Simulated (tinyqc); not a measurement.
Oxide trap near a transistor channel: two-state multiphonon kinetics, telegraph noise and bias instability: one step, computed by the program tinyqc.

An n-channel device under positive gate bias. The trap is empty (state 1) or holds an electron (state 2); both states are parabolas of equal curvature, and the electron reservoir is taken at the Fermi level of the channel.

Problem. Barriers and time constants. E_21 = E_t - e F x is the energy of state 2 over state 1; barriers E_c = (E_R + E_21)^2/(4 E_R), E_e = E_c - E_21; tau_c = exp(E_c/k_B T)/(k_0 P), tau_e = exp(E_e/k_B T)/(k_0 P), P the tunnelling factor; occupation f_2 = tau_e/(tau_c + tau_e); 1/tau_0 = 1/tau_c + 1/tau_e.

Inputs (values chosen for the exercise, with an insulator like Al2O3 on silicon):
```
quantity                                value   unit
insulator constant eps_ox                 9.3      -
trap depth x from the interface          0.35     nm
trap level above E_F at zero field E_t   0.22     eV
relaxation energy E_R                     1.1     eV
oxide field F                             6.4  MV/cm
attempt rate k_0 at the interface       3e+11    1/s
temperature T                             250      K
```

Parts treated: one trap and an ensemble.

tunnelling factor = 0.04580727

Constants: k_B = 8.617333262e-05 eV/K.

Give: E_21; capture barrier E_c; emission barrier E_e; capture time tau_c; emission time tau_e; occupation f_2; tau_0.

Solution.

E_21 = -0.004 eV

capture barrier E_c = 0.27300 eV

emission barrier E_e = 0.27700 eV

capture time tau_c = 2.3198e-05 s

emission time tau_e = 2.7931e-05 s

occupation f_2 = 0.54629

tau_0 = 1.2673e-05 s

The two times are within a factor 30 of each other, so the trap switches between both states and shows as telegraph noise. Caution: a field 1.5 times as high comes near the usual breakdown field of such an insulator.
